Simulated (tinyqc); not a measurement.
# Metal gate on a two-layer dielectric stack with fixed charge and a dipole: two studies

Gate, layer 2, layer 1, p-type semiconductor; x runs from the gate inwards. Charges are counted in units of +q. psi is the band bending at the surface, positive towards inversion. Classical charge, Boltzmann statistics, no interface traps.

Values chosen for this exercise; band and dielectric values close to those of silicon, layer 1 close to silicon dioxide, layer 2 close to zirconium oxide: temperature T = 300 K; band gap Eg = 1.11 eV; relative permittivity eps_r = 11.6; conduction-band density of states at T Nc = 2.8e19 cm^-3; valence-band density of states at T Nv = 2.64e19 cm^-3; electron affinity chi = 4.01 eV; acceptor density Na = 4.6e16 cm^-3; work function of the gate metal pM = 4.23 eV; thickness of layer 1, next to the semiconductor t1 = 0.5 nm; relative permittivity of layer 1 e1 = 3.88; thickness of layer 2, next to the gate t2 = 4.6 nm; relative permittivity of layer 2 e2 = 25.7; fixed charge at the semiconductor interface Q1 = 3.4e11 cm^-2; fixed charge between the layers Q2 = 3.8e12 cm^-2; uniform charge density in layer 1 r1 = 0 cm^-3; uniform charge density in layer 2 r2 = 5e18 cm^-3; flat-band shift by a dipole layer between the layers Vd = 0.31 V.

Constants: q = 1.602176634e-19 C, kB = 1.380649e-23 J/K, Vt = kB T/q, eps0 = 8.8541878128e-14 F/cm where lengths are in cm. Results are converted to the units shown.

Each table varies one quantity; the others keep the values above.

## Flat band against the thickness t1

EOT = 3.9 (t1/e1 + t2/e2), Cox = eps0/(t1/e1 + t2/e2); phi_ms = pM - (chi + Eg - Vt ln(Nv/Na)). Vfb = phi_ms + Vd - (q/eps0) [Q1 (t1/e1 + t2/e2) + Q2 t2/e2 + r1 (t1^2/(2 e1) + t1 t2/e2) + r2 t2^2/(2 e2)]: each charge counts with its electrical distance from the gate. ni = sqrt(Nc Nv) exp(-Eg/(2 Vt)), Eg in volts, pB = Vt ln(Na/ni), Vth = Vfb + 2 pB + sqrt(4 q eps0 eps_r Na pB)/Cox.

Flat band against the thickness t1:
```
t1 (nm)  EOT (nm)   Vfb (V)  Vth (V)
0.5        1.2006  -0.59504  0.22278
1.3        2.0048  -0.60772  0.23540
2.1        2.8089  -0.62041  0.24802
2.9        3.6130  -0.63309  0.26064
3.6        4.3166  -0.64419  0.27168
4.4        5.1207  -0.65688  0.28430
5.2        5.9249  -0.66956  0.29692
6          6.7290  -0.68225  0.30954
```

Vfb falls from -0.595 to -0.682 V and Vth rises from 0.223 to 0.310 V. The slope dVfb/dEOT is -15.8 mV/nm between the first two rows and -15.8 between the last two: a straight line, set by the charge below the growing layer, which reads as 3.40e11 cm^-2. A line through the end rows meets EOT = 0 at -0.576 V, against phi_ms + Vd = -0.416 V; an effective work function read from it is off by 150 mV from pM.

## Threshold against doping

Same model as above.

Threshold against doping:
```
Na (cm^-3)  phi_ms (V)  2 pB (V)  Qd/Cox (V)  Vth (V)
1.1e15         -0.6293    0.5870    0.005069  0.09355
3.2e15         -0.6569    0.6422    0.009042   0.1251
9.2e15         -0.6842    0.6968     0.01597   0.1594
2.7e16         -0.7120    0.7525     0.02843   0.1997
7.7e16         -0.7391    0.8067     0.04971   0.2480
2.2e17         -0.7662    0.8609     0.08681   0.3123
6.5e17         -0.7942    0.9170      0.1540   0.4075
1.9e18         -0.8220    0.9724      0.2711   0.5523
```

Vth rises from 0.0935 to 0.552 V. Of the change, phi_ms + 2 pB gives 193 mV (Vt ln 10 a decade) and the depletion charge 266 mV, growing as Na^(0.53).

Numbers from tinyqc (`OMP_NUM_THREADS=1 python tinyqc.py 2010128 2010129 out.jsonl`; about 0.01 s on one thread of a shared Intel Xeon 2.30GHz).
